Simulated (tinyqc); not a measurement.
Junction parameters from two forward currents.

Problem. D(v) = J1 (exp(v/Vt) - 1) + J2 (exp(v/(2 Vt)) - 1). Find J1, J2 and the voltage 2 Vt ln(J2/J1) near which both parts are equal.

Inputs (values chosen for the exercise): temperature T = 358 K.

Constants: q = 1.602176634e-19 C, kB = 1.380649e-23 J/K, Vt = kB T/q. Results are converted to the units shown.

junction voltages (V): [0.33, 0.66]
currents (uA/um): [2.0394834e-6, 0.0082146972]

Solution. The current is linear in J1 and J2, so two points give two equations.

J1 = 4.00e-12 uA/um
J2 = 8.90e-9 uA/um
crossover = 0.476 V

Computed by the program tinyqc: `OMP_NUM_THREADS=1 python tinyqc.py 2182140 2182141 out.jsonl`, one thread of a shared Intel Xeon 2.30GHz, about 0.2 s for the whole run.
